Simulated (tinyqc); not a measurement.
Worked calculation: empirical pseudopotential in a few plane waves. Computed by tinyqc, a small Python program that keeps every step. Settings: plane-wave index or count = 15. Command: `OMP_NUM_THREADS=1 python tinyqc.py 27294 27295 out.jsonl` (the two numbers bound the seeds that draw the settings). One thread of a shared host (Intel(R) Xeon(R) Processor @ 2.60GHz), about 0.2 s of CPU time with the checks.

## Bloch Hamiltonian at k

Parameters chosen for this model: fcc lattice, atoms at +/- a/8 (1,1,1); form factors in rydberg at |G|^2 in units of (2 pi/a)^2:
```
parameter                 value      unit
a                      6.300000  angstrom
VS(3)                 -0.248000        Ry
VS(8)                  0.030000        Ry
VS(11)                 0.080000        Ry
VA(3)                         0        Ry
VA(4)                         0        Ry
VA(11)                        0        Ry
hbar^2/2m (2 pi/a)^2   3.789671        eV
```

k point k (2 pi / a): 0.48000  0.01000  -0.07000

Basis: the 15 shortest G (labels in 2 pi/a), the same at every k. H(G,G') = c |k + G|^2 delta + VS(|G-G'|^2) cos((G-G').tau) + i VA sin((G-G').tau), tau = a/8 (1,1,1); 1 Ry = 13.605693 eV.

H(k) at k (eV):
```
          +0+0+0    -1-1-1    -1-1+1    -1+1-1    -1+1+1    +1-1-1    +1-1+1    +1+1-1
+0+0+0   0.89209   2.38593  -2.38593  -2.38593  -2.38593  -2.38593  -2.38593  -2.38593
-1-1-1   2.38593   9.07778   0.00000   0.00000  -0.40817   0.00000  -0.40817  -0.40817
-1-1+1  -2.38593   0.00000   8.01667   0.40817   0.00000   0.40817   0.00000   0.00000
-1+1-1  -2.38593   0.00000   0.40817   9.22937   0.00000   0.40817   0.00000   0.00000
-1+1+1  -2.38593  -0.40817   0.00000   0.00000   8.16826   0.00000   0.40817   0.40817
+1-1-1  -2.38593   0.00000   0.40817   0.40817   0.00000  16.35395   0.00000   0.00000
+1-1+1  -2.38593  -0.40817   0.00000   0.00000   0.40817   0.00000  15.29284   0.40817
+1+1-1  -2.38593  -0.40817   0.00000   0.00000   0.40817   0.00000   0.40817  16.50554
+1+1+1   2.38593   0.00000  -0.40817  -0.40817   0.00000  -0.40817   0.00000   0.00000
-2+0+0   0.00000  -2.38593  -2.38593  -2.38593   2.38593   0.76965  -0.76965  -0.76965
+0-2+0   0.00000  -2.38593  -2.38593   0.76965  -0.76965  -2.38593   2.38593  -0.76965
+0+0-2   0.00000  -2.38593   0.76965  -2.38593  -0.76965  -2.38593  -0.76965   2.38593
+0+0+2   0.00000  -0.76965   2.38593  -0.76965  -2.38593  -0.76965  -2.38593   0.76965
+0+2+0   0.00000  -0.76965  -0.76965   2.38593  -2.38593  -0.76965   0.76965  -2.38593
+2+0+0   0.00000  -0.76965  -0.76965  -0.76965   0.76965   2.38593  -2.38593  -2.38593

          +1+1+1    -2+0+0    +0-2+0    +0+0-2    +0+0+2    +0+2+0    +2+0+0
+0+0+0   2.38593   0.00000   0.00000   0.00000   0.00000   0.00000   0.00000
-1-1-1   0.00000  -2.38593  -2.38593  -2.38593  -0.76965  -0.76965  -0.76965
-1-1+1  -0.40817  -2.38593  -2.38593   0.76965   2.38593  -0.76965  -0.76965
-1+1-1  -0.40817  -2.38593   0.76965  -2.38593  -0.76965   2.38593  -0.76965
-1+1+1   0.00000   2.38593  -0.76965  -0.76965  -2.38593  -2.38593   0.76965
+1-1-1  -0.40817   0.76965  -2.38593  -2.38593  -0.76965  -0.76965   2.38593
+1-1+1   0.00000  -0.76965   2.38593  -0.76965  -2.38593   0.76965  -2.38593
+1+1-1   0.00000  -0.76965  -0.76965   2.38593   0.76965  -2.38593  -2.38593
+1+1+1  15.44443  -0.76965  -0.76965  -0.76965  -2.38593  -2.38593  -2.38593
-2+0+0  -0.76965   8.77461   0.40817   0.40817  -0.40817  -0.40817   0.00000
+0-2+0  -0.76965   0.40817  15.89919   0.40817  -0.40817   0.00000  -0.40817
+0+0-2  -0.76965   0.40817   0.40817  17.11188   0.00000  -0.40817  -0.40817
+0+0+2  -2.38593  -0.40817  -0.40817   0.00000  14.98967   0.40817   0.40817
+0+2+0  -2.38593  -0.40817   0.00000  -0.40817   0.40817  16.20236   0.40817
+2+0+0  -2.38593   0.00000  -0.40817  -0.40817   0.40817   0.40817  23.32694
```

## Levels at k

Diagonalise the Hermitian matrix.

eigenvalues (eV): -2.20206  3.56081  5.74668  5.78585  10.26463  10.94426  12.71181  12.80826  14.03249  15.24528  18.21374  19.34222  21.15671  21.35660  26.31828

## Bands along a path

The same steps at evenly spaced points between the labelled ones.

Bands along the path (eV), lowest eight:
```
k           band 1   band 2   band 3   band 4    band 5    band 6    band 7    band 8
L         -1.13078  1.61713  6.06438  6.06438   9.52100  12.16240  12.16240  16.12486
L-G 0.25  -1.72338  2.36865  6.01044  6.01044   9.50741  11.93412  11.93412  14.97383
L-G 0.50  -2.36263  3.72880  6.12676  6.12676   9.65846  11.66772  11.66772  12.79285
L-G 0.75  -2.78718  5.32713  6.31322  6.31322   9.49183  11.20677  11.20677  11.22280
G         -2.93310  6.40873  6.40873  6.40873   8.71302  10.96084  10.96084  10.96084
G-X 0.25  -2.73767  5.20986  6.16759  6.16759   9.92600  10.64988  11.53471  11.53471
G-X 0.50  -2.15578  3.46319  5.73860  5.73860  10.17743  10.93649  12.95684  12.95684
G-X 0.75  -1.20091  1.84476  5.47740  5.47740  10.01253  10.43746  14.86699  14.86699
X          0.10416  0.45764  5.54151  5.54151   9.92729  10.33418  17.12388  17.12388
```

With 4 band(s) filled, the highest filled level on these points lies at G and the lowest empty one at G: a gap of 2.3043 eV, direct. This holds for the small fixed basis; with all plane waves up to |k + G|^2 = 21 (2 pi/a)^2 the gap along the path is 3.09 eV.

## Convergence with the number of plane waves

Levels at G counted from the fourth one.

Levels (eV):
```
plane waves    level 1  level 5  level 8
9            -13.89395  0.00000  1.63268
15            -9.34183  2.30429  4.55211
27            -8.50392  3.14860  4.32460
51            -8.57425  3.43808  4.59752
59            -8.69067  3.43379  4.34973
65            -8.72651  3.43379  4.28979
89            -8.66808  3.40273  4.34042
```
